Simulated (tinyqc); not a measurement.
Deformation-potential model of the L valleys of a conduction band: one step. Valley shifts. Three cases, with inputs chosen for the exercise.

Question. Apply the Herring-Vogt formula to each valley.

Valleys with axes along [111], [1-1-1], [-11-1] and [-1-11], one whole valley each. Herring-Vogt shift of a valley with unit axis a: dE = Xd tr(e) + Xu a.e.a. Non-degenerate shares n_i = exp(-dE_i/kT)/sum_j exp(-dE_j/kT). Inverse mass tensor of a valley: (1 - a a)/mt + a a/ml; the masses are taken as independent of strain.

Case 1.

Values chosen (out of a larger set: near those of Ge; not measured data): Xd = -6.78 eV (dilation potential); Xu = 16.66 eV (uniaxial potential).

strain tensor:
```
             x            y           z
x  -0.00137287   0.00000000  0.00000000
y   0.00000000  -0.00137287  0.00000000
z   0.00000000   0.00000000  0.00493586
```

Case 2.

Values chosen (out of a larger set: near those of Ge; not measured data): Xd = -6.51 eV (dilation potential); Xu = 15.86 eV (uniaxial potential).

strain tensor:
```
             x            y           z
x  -0.00171606   0.00000000  0.00000000
y   0.00000000  -0.00171606  0.00000000
z   0.00000000   0.00000000  0.00626399
```

Case 3.

Values chosen (out of a larger set: near those of Ge; not measured data): Xd = -6.8 eV (dilation potential); Xu = 16.18 eV (uniaxial potential).

strain tensor:
```
            x           y           z
x  0.00051724  0.00085227  0.00085227
y  0.00085227  0.00051724  0.00085227
z  0.00085227  0.00085227  0.00051724
```

Give: Xd tr(e); a.e.a; shifts dE.

Answer.

Case 1.

Xd tr(e) = -14.85 meV

a.e.a: [111] 0.000730, [1-1-1] 0.000730, [-11-1] 0.000730, [-1-11] 0.000730

shifts dE (meV): [111] -2.69, [1-1-1] -2.69, [-11-1] -2.69, [-1-11] -2.69

All valleys shift alike: this load keeps them equivalent by symmetry.

Case 2.

Xd tr(e) = -18.44 meV

a.e.a: [111] 0.000944, [1-1-1] 0.000944, [-11-1] 0.000944, [-1-11] 0.000944

shifts dE (meV): [111] -3.46, [1-1-1] -3.46, [-11-1] -3.46, [-1-11] -3.46

All valleys shift alike: this load keeps them equivalent by symmetry.

Case 3.

Xd tr(e) = -10.55 meV

a.e.a: [111] 0.002222, [1-1-1] -0.000051, [-11-1] -0.000051, [-1-11] -0.000051

shifts dE (meV): [111] 25.40, [1-1-1] -11.38, [-11-1] -11.38, [-1-11] -11.38

The lowest valleys are [1-1-1], [-11-1] and [-1-11], 36.8 meV below the highest; the mean shift over all valleys is (Xd + Xu/3) tr(e) = -2.18 meV.

Computed by tinyqc, one run a case: `OMP_NUM_THREADS=1 python tinyqc.py N N+1 out.jsonl` with N = 1051384, 1080211, 1080785; one thread of a shared Intel(R) Xeon(R) Processor @ 2.30GHz, about 0.04 s a run at most.
